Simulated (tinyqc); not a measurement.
Gated two-dimensional channel with two bands, quantum capacitance: one step of the calculation.

phi is the Fermi level above the lowest band edge, in volts; Vg is counted from the gate voltage at which an empty channel would have phi = 0. The channel has no thickness; trap charge is -q Dit phi.

Task. Gate capacitance. Cox = eps0 eox/tox.

Parameters, values chosen for the exercise: relative permittivity of the gate insulator (close to silicon dioxide) eox = 3.9; insulator thickness tox = 3.3 nm.

Constants: eps0 = 8.8541878128e-14 F/cm where lengths are in cm. Results are converted to the units shown.

Wanted: Cox.

Result.

Cox = 1.0464 uF/cm^2

Program tinyqc, `OMP_NUM_THREADS=1 python tinyqc.py 2200101 2200102 out.jsonl`; Intel Xeon 2.30GHz, shared host, one thread, about 0.01 s.
